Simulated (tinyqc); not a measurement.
Round or elliptic silicon nanowire with anisotropic valleys (Ritz method), step by step. Values are carried at full precision from step to step, so a last printed digit may differ when a step is redone from the rounded ones.

Wire along x = [110] on a (001) wafer, y = [-110], z = [001]. Valley groups (w = inverse masses): A, two valleys along z: w_y = 1/mt, w_z = 1/ml, m_x = mt; B, four valleys in the wafer plane: w_y = (1/ml + 1/mt)/2, w_z = 1/mt, m_x = (ml + mt)/2.

Constants: hbar^2/2m0 = 3.80998211 eV angstrom^2; kB = 8.617333262e-05 eV/K.

Values chosen for the exercise (near those of a Si nanowire; the results hold for these values, not for the real material):
- ml = 0.9 m0 (longitudinal mass)
- mt = 0.188 m0 (transverse mass)
- a = 38 angstrom (semi-axis along y)
- b = 22 angstrom (semi-axis along z)
- group = B (valley group worked out)
- T = 300 K (temperature)

## Stretching the ellipse

Scaling y by 1/sqrt(w_y) and z by 1/sqrt(w_z) makes the mass 1 and the semi-axes A = a/sqrt(w_y), B = b/sqrt(w_z). List them with the one-function estimate 3c (1/A^2 + 1/B^2) and the slender limit c (pi/2s)^2 (1 + 2s/(pi l)), s and l the smaller and larger of A, B; c = hbar^2/2m0.

Groups:
```
group  g      A      B  axis ratio  one function (eV)  slender limit (eV)
A      2  16.48  20.87       1.267             0.0683              0.0520
B      4  21.19   9.54       2.222             0.1511              0.1329
```

The one-function value suits axis ratios near 1 and the slender limit ratios well above 2.

## Matrices of three even functions

Hard wall on the ellipse (y/a)^2 + (z/b)^2 = 1, c = hbar^2/2m0. With u = y/a, v = z/b the operator is -c [(w_y/a^2) d2/du2 + (w_z/b^2) d2/dv2] on the unit disc. Basis (1 - u^2 - v^2) u^i v^j; S, X and Y are the disc integrals of f f', (df/du)(df'/du) and (df/dv)(df'/dv), from the integral of u^p v^q = 2 Gamma((p+1)/2) Gamma((q+1)/2)/((p + q + 2) Gamma((p+q+2)/2)) for even p, q; H = c (w_y X/a^2 + w_z Y/b^2).

Basis 1, u^2, v^2 times (1 - u^2 - v^2); form S and H for the chosen group.

S, rows 1, u^2, v^2 and columns alike:
```
[[1.047198, 0.130900, 0.130900],
 [0.130900, 0.039270, 0.013090],
 [0.130900, 0.013090, 0.039270]]
```

H (meV), rows 1, u^2, v^2 and columns alike:
```
[[158.1940, 26.3657, 26.3657],
 [26.3657, 14.3289, 3.2957],
 [26.3657, 3.2957, 31.8111]]
```

## Lowest level in this basis

Solve H p = E S p for the wire level; give E, the ratios p2/p1 and p3/p1, and H11/S11.

E = 143.2 meV

ratios: [-0.84, -0.25]

one function = 151.1 meV

The two added functions lower the level by 7.9 meV (5.2 %), mostly by narrowing the state along u, the direction in which the stretched ellipse is long.

## Subbands

Converged values use 21 functions of each parity class (e or o in u, then in v).

The nine lowest levels of all groups and parity classes.

Subbands:
```
group, parity  g  m_x (m0)  E (eV)
A ee           2    0.1880  0.0658
B ee           4    0.5440  0.1431
A eo           2    0.1880  0.1475
A oe           2    0.1880  0.1862
B oe           4    0.5440  0.2394
A ee           2    0.1880  0.2661
A oo           2    0.1880  0.2992
B ee           4    0.5440  0.3706
A ee           2    0.1880  0.3800
```

At 300 K and without degeneracy the populations go as g sqrt(m_x) exp(-E/kB T): among these nine the lowest level holds 81 % and the light transport mass mt 86 % of the electrons. Levels above about 0.3 eV lie beyond parabolic valleys and hard walls.

## Checks

- Circle of radius a with both masses mt against c (2.404826/R)^2/m, eV: both 0.0812.

Computed by tinyqc, a small Python program: `OMP_NUM_THREADS=1 python tinyqc.py 1251129 1251130 out.jsonl` (the numbers bound the seed that draws the inputs); one thread of a shared host (Intel(R) Xeon(R) Processor @ 2.30GHz), about 0.02 s for the whole set of steps.
